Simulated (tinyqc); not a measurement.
From kappa of the perfect crystal back to shear modulus G: estimate of lattice thermal conductivity from elastic moduli (Slack, Klemens and Cahill formulas). Computed by tinyqc, a small Python program. Command: `OMP_NUM_THREADS=1 python tinyqc.py 3005931 3005932 out.jsonl slack inv`. One thread of a shared host (Intel(R) Xeon(R) Processor @ 2.30GHz), about 0.01 s of CPU time with the checks.

An isotropic solid.

Inputs (values chosen for the exercise, for a model crystal):
```
quantity                              value        unit
bulk modulus B                         59.1         GPa
volume per atom V                      33.4  angstrom^3
mean atomic mass M                     82.3           u
atoms per primitive cell n                4           -
volume expansion coefficient alpha_V   34.1       ppm/K
temperature T                           700           K
```

Grueneisen parameter: from thermal expansion.

Constants: u = 1.6605390666e-27 kg; hbar = 1.054571817e-34 J s; k_B = 1.380649e-23 J/K.

Method:
- rho = M/V; vL = sqrt((B + 4G/3)/rho), vT = sqrt(G/rho); v_m = [(vL^-3 + 2 vT^-3)/3]^(-1/3); Poisson ratio sigma = (3B - 2G)/(6B + 2G); Theta = hbar v_m (6 pi^2/V)^(1/3)/k_B.
- gamma = alpha_V B V/(3 k_B), with the classical heat capacity 3 k_B per atom.
- Slack, an estimate for T near or above Theta_a: kappa = A M Theta_a^3 delta n^(1/3)/(gamma^2 T) in W/(m K), with M in u, delta = V^(1/3) in angstrom, Theta_a = Theta n^(-1/3) and A = 2.43e-6/(1 - 0.514/gamma + 0.228/gamma^2).

Task: A run gave the result below. Find the shear modulus G, known to lie between 12 and 32 GPa.

kappa of the perfect crystal = 2.089371 W/(m K)

Result:

Each step takes the trial c = (a f_b - b f_a)/(f_b - f_a), f being the result less the target and a, b, c the logarithms of the listed values; c replaces end b, the old b replaces a if the sign of f changed, and otherwise f_a is halved.

Scan of the range:
```
shear modulus G (GPa)  kappa of the perfect crystal (W/(m K))
12.0                                                  1.03563
14.1                                                  1.31071
16.6                                                  1.66203
19.6                                                  2.11428
23.1                                                  2.67981
27.2                                                  3.38894
32.0                                                  4.27679
```

False position (Illinois rule, in the logarithm of the input) inside the bracket:
```
step    end a    end b    trial  kappa of the perfect crystal (W/(m K))
1     16.6000  19.6000  19.4215                                 2.08649
2     19.6000  19.4215  19.4399                                 2.08935
3     19.6000  19.4399  19.4401                                 2.08939
4     19.4399  19.4401  19.4400                                 2.08937
```

Kappa of the perfect crystal rises at every point of a 13-point scan of the range (every second point is shown), so one value fits; it is bracketed by 16.6 and 19.6. Answer: shear modulus G = 19.44 GPa.
